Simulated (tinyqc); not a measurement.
# Thickness from two neighbouring fringes

Inverse problem. At normal incidence a transparent film with an index between those of air and substrate, taken as constant, has reflectance minima at 2 n1 d = (m + 1/2) lam (small phase shifts at the substrate neglected). Find d and the order m of the shorter wavelength.

Values chosen for this exercise:
- n1 = 2.018 (index of the transparent film)

wavelengths of two neighbouring reflectance minima (nm): [445, 543.88889]

Answer. Neighbouring orders differ by one: 2 n1 d (1/lam1 - 1/lam2) = 1.

d = 606 nm
m = 5

Computed by the program tinyqc: `OMP_NUM_THREADS=1 python tinyqc.py 2870129 2870130 out.jsonl`, one thread of a shared Intel Xeon 2.30GHz, about 0.01 s for the whole run.
